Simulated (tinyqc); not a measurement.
Worked calculation: molecular dynamics of a small cluster by velocity Verlet steps. Computed by tinyqc, a small Python program that keeps every step. Command: `OMP_NUM_THREADS=1 python tinyqc.py 3027907 3027908 out.jsonl verlet walk`. One thread of a shared host (Intel(R) Xeon(R) Processor @ 2.30GHz), about 0.05 s of CPU time with the checks. Intermediate numbers are printed to about 7 digits and carried at full precision; extremes and crossings named in words are read from the listed rows.

E = sum_(i<j) phi(r_ij), phi(r) = eps [exp(-2 alpha (r - r0)) - 2 exp(-alpha (r - r0))]; the force on i is -sum_j phi'(r_ij) (R_i - R_j)/r_ij.

Inputs (values chosen for the exercise, for model atoms):

| quantity | value | unit |
|---|---|---|
| length r0 | 2.64 | angstrom |
| well depth eps | 0.24 | eV |
| stiffness alpha | 1.93 | 1/angstrom |
| atomic mass M | 83 | u |
| time step dt | 8.1 | fs |
| steps | 100 | - |

Potential: Morse. Thermostat: none.

starting positions (angstrom):
```
           x     y      z
atom 1  0.01  0.01   0.04
atom 2  2.66  0.04      0
atom 3  1.34  2.24   0.03
atom 4  1.38  0.71   2.17
atom 5  1.35  0.78  -2.11
```

starting velocities (angstrom/fs):
```
               x         y         z
atom 1   0.00089   0.00021  -0.00133
atom 2   0.00143   0.00178   0.00116
atom 3  -0.00307  -0.00455   0.00048
atom 4   0.00112   0.00075  -0.00128
atom 5  -0.00037   0.00181   0.00098
```

Constants: 1 eV/(angstrom u) = 9.648533212e-03 angstrom/fs^2; k_B = 8.617333262e-05 eV/K.

## State at the start

Velocity Verlet: a = c F/M with c = 9.648533212e-3 angstrom/fs^2 per eV/(angstrom u); R(new) = R + v dt + a dt^2/2; v(new) = v + (a + a(new)) dt/2. Kinetic energy K = M v^2/(2c); temperature T = 2K/((3N - 3) k_B), rotation of the cluster included.

forces (eV/angstrom):
```
                 x           y           z
atom 1  -0.0321669  -0.0777352  -0.0298191
atom 2   0.1489334  -0.1865773   0.0255218
atom 3  -0.0401525   0.2839414   0.0723092
atom 4  -0.0198662   0.0138769   0.0489596
atom 5  -0.0567477  -0.0335058  -0.1169716
```

potential energy = -2.166156 eV

kinetic energy = 0.2036626 eV

temperature = 393.9011 K

## Step 1

The formulas are those given above.

positions after step 1 (angstrom):
```
               x         y          z
atom 1  0.017086  0.011405   0.029113
atom 2  2.672151  0.053706   0.009493
atom 3  1.314980  2.204228   0.034164
atom 4  1.388996  0.716128   2.159819
atom 5  1.346787  0.794533  -2.102508
```

new forces (eV/angstrom):
```
                 x           y           z
atom 1  -0.0998930  -0.1935650  -0.0025133
atom 2   0.1867343  -0.2431555  -0.0242949
atom 3  -0.0181294   0.5297674   0.0797772
atom 4  -0.0395142  -0.0196886   0.1346869
atom 5  -0.0291977  -0.0733583  -0.1876559
```

velocities after step 1 (angstrom/fs):
```
                   x             y             z
atom 1   0.000827826   0.000082271  -0.001345222
atom 2   0.001588033   0.001577681   0.001160578
atom 3  -0.003097439  -0.004166904   0.000551603
atom 4   0.001092044   0.000747264  -0.001193539
atom 5  -0.000410463   0.001759688   0.000836581
```

total energy = -1.962365 eV

## Step 2

The formulas are those given above.

positions after step 2 (angstrom):
```
               x         y          z
atom 1  0.023411  0.011333   0.018207
atom 2  2.685726  0.065558   0.018801
atom 3  1.289821  2.172496   0.038936
atom 4  1.397691  0.722106   2.150665
atom 5  1.343350  0.808507  -2.096447
```

new forces (eV/angstrom):
```
                 x           y           z
atom 1  -0.1698049  -0.3239606   0.0244026
atom 2   0.2117863  -0.2835517  -0.0745235
atom 3   0.0142159   0.7754374   0.0821951
atom 4  -0.0574145  -0.0570173   0.2219533
atom 5   0.0012171  -0.1109078  -0.2540275
```

velocities after step 2 (angstrom/fs):
```
                   x             y             z
atom 1   0.000700852  -0.000161381  -0.001334917
atom 2   0.001775657   0.001329706   0.001114054
atom 3  -0.003099282  -0.003552411   0.000627859
atom 4   0.001046409   0.000711151  -0.001025632
atom 5  -0.000423637   0.001672935   0.000628635
```

total energy = -1.962005 eV

## Fastest vibration

Relax the cluster, diagonalise the Hessian (central differences): omega_max = sqrt(c lambda_max/M). Verlet steps are stable for omega_max dt < 2.

omega_max = 0.02976075 1/fs

shortest period = 211.1232 fs

omega_max dt = 0.2410621

The step is 1/26.1 of the shortest period.

## The trajectory

Spread = largest minus smallest value. The test of the step is the spread (largest minus smallest) of the total energy over the run without thermostat, against the spread of K; the step passes below 5 %. The mean T is over the second half.

Course of the run (evenly spaced rows):

| step | t (fs) | U (eV) | K (eV) | U + K (eV) | T (K) |
|---|---|---|---|---|---|
| 0 | 0.0 | -2.166156 | 0.2036626 | -1.962493 | 393.9011 |
| 7 | 56.7 | -2.072063 | 0.1105187 | -1.961545 | 213.7527 |
| 14 | 113.4 | -2.077060 | 0.1155418 | -1.961518 | 223.4677 |
| 21 | 170.1 | -2.088075 | 0.1264241 | -1.961651 | 244.5151 |
| 28 | 226.8 | -2.065809 | 0.1045180 | -1.961291 | 202.1469 |
| 35 | 283.5 | -2.156904 | 0.1946102 | -1.962293 | 376.3930 |
| 42 | 340.2 | -2.060118 | 0.0987499 | -1.961368 | 190.9909 |
| 49 | 396.9 | -2.036106 | 0.0746964 | -1.961410 | 144.4693 |
| 56 | 453.6 | -2.113557 | 0.1518540 | -1.961703 | 293.6987 |
| 63 | 510.3 | -2.116522 | 0.1548078 | -1.961714 | 299.4117 |
| 70 | 567.0 | -2.057094 | 0.0955276 | -1.961566 | 184.7586 |
| 77 | 623.7 | -2.059054 | 0.0976781 | -1.961376 | 188.9178 |
| 84 | 680.4 | -2.139666 | 0.1774212 | -1.962244 | 343.1479 |
| 91 | 737.1 | -2.070827 | 0.1095774 | -1.961249 | 211.9322 |
| 98 | 793.8 | -2.121534 | 0.1597167 | -1.961817 | 308.9058 |

spread of the total energy = 0.001615292 eV

spread of the total over spread of K = 0.01146052

mean temperature = 256.7870 K

The total energy keeps within 1.1 % of the swings of K, so the step passes.

## Energy conservation against the time step

Runs without thermostat over the same span of time, steps x dt; spread = largest minus smallest value. For contrast, the energy gained over the first 30 dt (dt of the inputs) by explicit Euler steps: R(new) = R + v dt, v(new) = v + a dt.

Energy error (eV):

| dt (fs) | omega_max dt | Verlet, spread of U + K | Euler, gain in U + K |
|---|---|---|---|
| 1.0125 | 0.0301328 | 2.475639e-05 | 0.029344 |
| 2.0250 | 0.0602655 | 9.911560e-05 | 0.063890 |
| 4.0500 | 0.1205311 | 3.979101e-04 | 0.149985 |
| 8.1000 | 0.2410621 | 1.615292e-03 | 0.380895 |
| 16.2000 | 0.4821242 | 6.213366e-03 | 0.873250 |
| 24.3000 | 0.7231863 | 1.404413e-02 | 1.702712 |

The Verlet error grows as dt^2.00 between the first rows, the second order of the method. Euler steps gain energy steadily: over that short span the gain in the first row is already 1200 times the Verlet spread of the whole run, and it grows as dt^1.12, tending to the first order of that method as dt shrinks. Caution: where the Euler gain approaches or exceeds the binding energy the cluster has blown apart.

Checks made by the program: time reversal over 50 steps (relative difference below 1e-10).
